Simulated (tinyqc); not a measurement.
Six-transistor SRAM cell, nodal equations and margins: two steps of the calculation.

Two cross-coupled inverters (pull-down bn, pull-up bp) hold the nodes Q and QB; access transistors (ba, threshold VTn, gate on the word line at Vdd when selected) join them to the bit lines. Transistor (EKV form, voltages against the body): I = 2 n b Vt^2 [F(vp - Vs) - F(vp - Vd)] from drain to source, F(v) = ln^2(1 + exp(v/(2 Vt))), vp = (Vg - VT + sg |Vd - Vs|)/n. n-channel bodies are at 0; for the p-channel device all voltages are counted down from Vdd. b in uA/V^2 gives I in uA. For an access transistor the bit line is the drain and the node the source. In a read both bit lines are at Vdd. The cell is symmetric (no mismatch).

Parameters, values chosen for the exercise: temperature T = 250 K; supply voltage Vdd = 1 V; slope factor n = 1.43; drain-induced barrier lowering sg = 0.023; n-channel threshold VTn = 0.38 V; p-channel threshold (magnitude) VTp = 0.37 V; gain factor of the pull-down transistor bn = 550 uA/V^2; gain factor of the access transistor ba = 550 uA/V^2; gain factor of the pull-up transistor bp = 210 uA/V^2.

Constants: q = 1.602176634e-19 C, kB = 1.380649e-23 J/K, Vt = kB T/q. Results are converted to the units shown.

Question 1. Node voltages in a read by Newton steps. F1 = In(gate QB, drain Q) - Ip(gate QB, drain Q) - Ia(bit line, Q), F2 the same with Q and QB exchanged; J by central differences with +/- 1e-6 V; solve J d = -F, limit each component to +/- 0.15 V and add.

(Q, QB) after iteration 1 (V): Q 0.11353437, QB 0.99999976

Find: F1, F2; J; (Q, QB) after iteration 2.

Answer 1.

F1, F2 (uA): -10.147  0.000

J (uS):
```
         Q      QB
F1  521.50   62.52
F2    0.01  108.44
```

(Q, QB) after iteration 2 (V): Q 0.1330, QB 1.0000

Question 2. Read current and disturbance. Iread = Ia(bit line at Vdd, source Q); cell ratio bn/ba; time to pull a bit line of 20 fF down by 0.1 V at that current.

(Q, QB) (V): Q 0.13360113, QB 0.99999516

Find: Iread; cell ratio; time.

Answer 2.

Iread = 38.756 uA
cell ratio = 1.0000
time = 51.605 ps

tinyqc, about 0.1 s, one thread, Intel Xeon 2.30GHz (shared host): `OMP_NUM_THREADS=1 python tinyqc.py 2340088 2340089 out.jsonl`
